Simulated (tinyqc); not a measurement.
Precursor delivery by bubblers, mass-transport growth and the solid composition of a III-V alloy: one step, computed by the program tinyqc.

1 sccm = 44.615 micromol/min; 1 torr = 133.322 Pa. The sources decompose fully at the surface.

Task: Mass transport. Mean velocity u = (F_t/A)(760/p)(T/273); D = D0 (T/273)^1.75 (760/p); boundary layer delta = sqrt(pi D z/u); flux = D dp/(delta k_B T); growth rate = flux x a^3/4.

Inputs (values chosen for the exercise, modelled on triethylgallium (source 1) and trimethylindium (source 2) for the vapour pressures): total flow F_t = 5.1 slm; reactor pressure p = 200 torr; growth temperature T = 930 K; diffusivity at 273 K and 760 torr = 0.42 cm^2/s; flow cross-section A = 23 cm^2; distance from the leading edge z = 6.3 cm; lattice constant a = 5.66 angstrom.

Constants: k_B = 1.380649e-23 J/K.

Give: velocity u; D; boundary layer delta; growth rate per torr of group III.

Result:

velocity u = 47.840 cm/s

D = 13.633 cm^2/s

boundary layer delta = 2.3749 cm

growth rate per torr of group III = 97.269 micrometre/(h torr)

Caution: the boundary layer is a quarter or more of the root of the cross-section, so it fills much of the channel and depletion along the flow matters.
